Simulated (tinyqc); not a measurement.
Dopants and charged point defects at anneal temperature: Fermi-level effect, clustering and pairing: one step, computed by the program tinyqc. Command: `OMP_NUM_THREADS=1 python tinyqc.py 3011512 3011513 out.jsonl pairing walk`. One thread of a shared host (Intel(R) Xeon(R) Processor @ 2.30GHz), about 0.02 s of CPU time with the checks.

Boltzmann statistics and full ionisation of active dopants. Energies are counted from the valence band; the defect (a vacancy or self-interstitial) has five charge states, with all degeneracy factors one.

Problem. Active and clustered dopant. n = A/2 + sqrt(A^2/4 + n_i^2) for an active density A. k ionised dopants and k carriers form one neutral cluster: C = N_s (A/N_s)^k (n/N_b)^k exp(E_b/k_B T), N_b the effective density of states of the majority band, and N = A + k C (60 bisections in ln A between ln N - 90 and ln N).

Inputs (values chosen for the exercise, with bands modelled on GaAs):
```
quantity,value,unit
anneal temperature T,1070,K
total dopant density N,9e+19,cm^-3
site density N_s,3.4e+22,cm^-3
dopant atoms per cluster k,3,-
cluster binding energy E_b,2.06,eV
```

Dopant: donor. Second part: clustering of the dopant.

E_g = 1.036104 eV

k_B T = 0.09220547 eV

n_i = 5.098999e+16 cm^-3

E_i = 0.6616998 eV

effective density of states N_b of the majority band = 2.957710e+18 cm^-3

Give: active density A; clusters C; active share.

Solution.

active density A = 2.361e+18 cm^-3

clusters C = 2.921e+19 cm^-3

active share = 0.02623

97 % of the dopant is lost to clusters.
